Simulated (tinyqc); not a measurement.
Virtual-crystal alloy in the empirical-pseudopotential method: one step. Levels in the small basis. Two cases, with inputs chosen for the exercise.

Question. Diagonalise; the gap between the fourth and fifth level is a first estimate of the direct gap at X.

Give: levels (absolute scale of H); gap.

Case 1.

H in this small basis (eV):
```
,000,-200,-1+1+1,-1-1-1,-1+1-1,-1-1+1
000,4.53630,0.75852i,-2.15263-0.78649i,2.15263+0.78649i,-2.15263+0.78649i,-2.15263+0.78649i
-200,-0.75852i,4.53630,2.15263-0.78649i,-2.15263+0.78649i,-2.15263-0.78649i,-2.15263-0.78649i
-1+1+1,-2.15263+0.78649i,2.15263+0.78649i,9.07260,-0.19728,0.75852i,0.75852i
-1-1-1,2.15263-0.78649i,-2.15263-0.78649i,-0.19728,9.07260,-0.75852i,-0.75852i
-1+1-1,-2.15263-0.78649i,-2.15263+0.78649i,-0.75852i,0.75852i,9.07260,0.19728
-1-1+1,-2.15263-0.78649i,-2.15263+0.78649i,-0.75852i,0.75852i,0.19728,9.07260
```

Answer.

levels (absolute scale of H) (eV): -0.440  4.167  8.875  8.875  11.915  11.970

gap = 3.039 eV

The full basis gives 4.182 eV for this gap.

Case 2.

H in this small basis (eV):
```
,000,-200,-1+1+1,-1-1-1,-1+1-1,-1-1+1
000,4.84553,0.87457i,-2.15388-0.98131i,2.15388+0.98131i,-2.15388+0.98131i,-2.15388+0.98131i
-200,-0.87457i,4.84553,2.15388-0.98131i,-2.15388+0.98131i,-2.15388-0.98131i,-2.15388-0.98131i
-1+1+1,-2.15388+0.98131i,2.15388+0.98131i,9.69107,-0.33470,0.87457i,0.87457i
-1-1-1,2.15388-0.98131i,-2.15388-0.98131i,-0.33470,9.69107,-0.87457i,-0.87457i
-1+1-1,-2.15388-0.98131i,-2.15388+0.98131i,-0.87457i,0.87457i,9.69107,0.33470
-1-1+1,-2.15388-0.98131i,-2.15388+0.98131i,-0.87457i,0.87457i,0.33470,9.69107
```

Answer.

levels (absolute scale of H) (eV): -0.506  4.918  9.356  9.356  12.577  12.753

gap = 3.221 eV

The full basis gives 4.397 eV for this gap.

Computed by tinyqc, one run a case: `OMP_NUM_THREADS=1 python tinyqc.py N N+1 out.jsonl` with N = 1051369, 1051455; one thread of a shared Intel(R) Xeon(R) Processor @ 2.30GHz, about 0.3 s a run at most.
